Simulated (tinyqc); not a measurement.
Efficiency against current: defect, radiative and Auger recombination at equal electron and hole densities (ABC model).

J/(e d) = Ae n + B n^2 + C n^3 with Ae = A + 4 S/w (four side walls, carriers spread evenly), e = 1.602176634e-19 C, lengths in cm; internal efficiency IQE = B n^2/(Ae n + B n^2 + C n^3); all injected carriers recombine in the layer.

Values chosen for the exercise (orders of magnitude like those quoted for GaN; the results hold for these values, not for the real material): A = 13000000 1/s (defect rate); B = 2.8e-12 cm^3/s (radiative coefficient); C = 3.9e-31 cm^6/s (Auger coefficient); S = 280 cm/s (recombination velocity of the side walls); w = 18 micrometre (side of the square mesa); d = 2.5 nm (active thickness).

The slope is d ln(B n^2)/d ln J = 2 (Ae + B n + C n^2)/(Ae + 2 B n + 3 C n^2).

Results:

| J (A/cm^2) | n (1/cm^3) | IQE | slope | differential lifetime (ns) |
|---|---|---|---|---|
| 0.010 | 1.83e+16 | 0.00374 | 1.993 | 72.9 |
| 0.040 | 7.22e+16 | 0.0146 | 1.971 | 71.3 |
| 0.20 | 3.41e+17 | 0.0654 | 1.866 | 63.8 |
| 0.60 | 9.09e+17 | 0.154 | 1.676 | 50.8 |
| 3.0 | 2.96e+18 | 0.327 | 1.253 | 24.7 |
| 10 | 5.80e+18 | 0.378 | 1.006 | 11.7 |
| 40 | 1.10e+19 | 0.337 | 0.846 | 4.64 |
| 2.0e+02 | 2.08e+19 | 0.242 | 0.756 | 1.57 |
| 6.0e+02 | 3.12e+19 | 0.182 | 0.724 | 0.754 |
| 3.0e+03 | 5.52e+19 | 0.114 | 0.698 | 0.257 |

IQE peaks at 0.378 for J = 10.4 A/cm^2, where the slope passes 1. It is 0.00374 at the lowest current and 0.114 at the highest, a droop of 70 %. The slope runs from 1.99 to 0.70; its limits are 2 (defects alone), 1 (radiation alone) and 2/3 (Auger alone).

Program tinyqc; command `OMP_NUM_THREADS=1 python tinyqc.py 1681519 1681520 out.jsonl`; about 0.01 s on one thread of a shared Intel(R) Xeon(R) Processor @ 2.30GHz.
